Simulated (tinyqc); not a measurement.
Capacitance measurement on a leaky thin oxide: effects of series resistance and leakage: readings against frequency.

The device is a capacitance C in parallel with a leakage conductance G, in series with Rs and Ls. An impedance meter reports either a parallel pair (Cp, Gp) from Y = 1/Z = Gp + i w Cp or a series pair (Cs, Rm) from Z = Rm + 1/(i w Cs); w = 2 pi f, dissipation D = Gp/(w |Cp|).

EOT = 3.9 tox/eox; CET = EOT + zc + zp; C = 3.9 eps0 A/CET; G = Jg A/Vs. Z = Rs + i w Ls + 1/(G + i w C); CET read from Cp = 3.9 eps0 A/Cp; errors under 0.001 % are printed as 0.

Inputs (values chosen for the exercise); values of the order met in thin-oxide MOS capacitors:

| symbol | value | unit | meaning |
|---|---|---|---|
| eox | 3.9 |  | relative permittivity of the gate insulator (close to silicon dioxide) |
| tox | 3.8 | nm | insulator thickness |
| A | 2500 | um^2 | gate area |
| zc | 0.31 | nm | oxide-equivalent thickness added by the accumulation layer |
| zp | 0 | nm | oxide-equivalent thickness added by gate depletion |
| Jg | 0.00077 | A/cm^2 | gate leakage current density, not matched to the thickness |
| Vs | 0.32 | V | voltage for an e-fold rise of the leakage |
| Rs | 110 | ohm | series resistance |
| Ls | 0 | nH | series inductance |

Constants: eps0 = 8.8541878128e-14 F/cm where lengths are in cm. Results are converted to the units shown.

The same in every row: C (pF) = 21.00.

Result of one run:
```
f (Hz)  Cp (pF)  Cs (pF)       D  error of Cp (%)  error of Cs (%)  CET read from Cp (nm)
1e7       20.57    21.00  0.1452            -2.07                0                  4.197
```

What becomes of these results when the measuring frequency f is changed from 1e7 to 1000 Hz, all else the same?

Result of the changed run:
```
f (Hz)  Cp (pF)  Cs (pF)       D  error of Cp (%)  error of Cs (%)  CET read from Cp (nm)
1000      21.00    25.37  0.4558         -1.32e-3             20.8                  4.110
```

The whole series:
```
f (Hz)  Cp (pF)  Cs (pF)         D  error of Cp (%)  error of Cs (%)  CET read from Cp (nm)
1000      21.00    25.37    0.4558         -1.32e-3             20.8                  4.110
3000      21.00    21.49    0.1520         -1.32e-3             2.31                  4.110
10000     21.00    21.05   0.04573         -1.33e-3            0.208                  4.110
30000     21.00    21.01   0.01563         -1.34e-3           0.0231                  4.110
1e5       21.00    21.00  0.006010         -1.53e-3          2.08e-3                  4.110
3e5       21.00    21.00  0.005875         -3.22e-3                0                  4.110
1e6       21.00    21.00   0.01497          -0.0224                0                  4.111
3e6       20.96    21.00   0.04370           -0.191                0                  4.118
1e7       20.57    21.00    0.1452            -2.07                0                  4.197
3e7       17.66    21.00    0.4355            -15.9                0                  4.890
```

D goes from 0.456 through a minimum of 0.00587 (at f = 3e5 Hz among the rows listed) to 0.436; without inductance its minimum lies at f = sqrt(G (1 + G Rs)/Rs)/(2 pi C) = 1.77e5 Hz. The error of Cp goes from -0.00132 to -15.9 % and that of Cs from 20.8 to 0 %; at low frequency Cp tends to C/(1 + G Rs)^2 and Cs grows as 1 + (G/(w C))^2. One of the two readings is within 2 % of C for f = 1000, 3000, 10000, 30000, 1e5, 3e5, 1e6, 3e6, 1e7, 3e7 Hz.

Numbers from tinyqc (`OMP_NUM_THREADS=1 python tinyqc.py 2022202 2022203 out.jsonl`; about 0.01 s on one thread of a shared Intel Xeon 2.30GHz).
